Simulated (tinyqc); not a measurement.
# Absorption coefficient and reflectance from two thicknesses

Inverse problem. With transparent contact layers the responsivity is (1 - Rf)(1 - exp(-al wi)) q lam/(h c). The second absorber is twice as thick as the first. Find al and Rf.

Parameters, values chosen for the exercise: wavelength lam = 280 nm.

Constants: q = 1.602176634e-19 C, h = 6.62607015e-34 J s, c = 299792458 m/s. Results are converted to the units shown.

responsivity for wi = 0.95 and 1.9 um (A/W): 0.16294395  0.20213335

Answer. The ratio of the responsivities is 1 + exp(-al w1), which gives al; either value then gives 1 - Rf.

al = 1.50e4 1/cm
Rf = 0.0500

Numbers from tinyqc (`OMP_NUM_THREADS=1 python tinyqc.py 2250010 2250011 out.jsonl`; about 0.01 s on one thread of a shared Intel Xeon 2.30GHz).
